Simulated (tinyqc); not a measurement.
Inside a calculation. Method: sp3 tight binding, zinc-blende lattice. One step of it, computed by the program tinyqc.

Task: Levels at L. Diagonalise the Hermitian matrix.

H(k) at L (eV):
```
,a s,a px,a py,a pz,c s,c px,c py,c pz
a s,-16.300000,0.000000,0.000000,0.000000,-3.045569+3.045569i,-2.310988+2.310988i,-2.310988+2.310988i,-2.310988+2.310988i
a px,0.000000,-7.520000,0.000000,0.000000,2.310988-2.310988i,1.174719-1.174719i,-2.936799+2.936799i,-2.936799+2.936799i
a py,0.000000,0.000000,-7.520000,0.000000,2.310988-2.310988i,-2.936799+2.936799i,1.174719-1.174719i,-2.936799+2.936799i
a pz,0.000000,0.000000,0.000000,-7.520000,2.310988-2.310988i,-2.936799+2.936799i,-2.936799+2.936799i,1.174719-1.174719i
c s,-3.045569-3.045569i,2.310988+2.310988i,2.310988+2.310988i,2.310988+2.310988i,-10.530000,0.000000,0.000000,0.000000
c px,-2.310988-2.310988i,1.174719+1.174719i,-2.936799-2.936799i,-2.936799-2.936799i,0.000000,-4.500000,0.000000,0.000000
c py,-2.310988-2.310988i,-2.936799-2.936799i,1.174719+1.174719i,-2.936799-2.936799i,0.000000,0.000000,-4.500000,0.000000
c pz,-2.310988-2.310988i,-2.936799-2.936799i,-2.936799-2.936799i,1.174719+1.174719i,0.000000,0.000000,0.000000,-4.500000
```

Give: eigenvalues.

Result:

eigenvalues (eV): -20.2464  -16.4556  -12.0174  -12.0174  -4.5350  -0.0026  -0.0026  2.3870
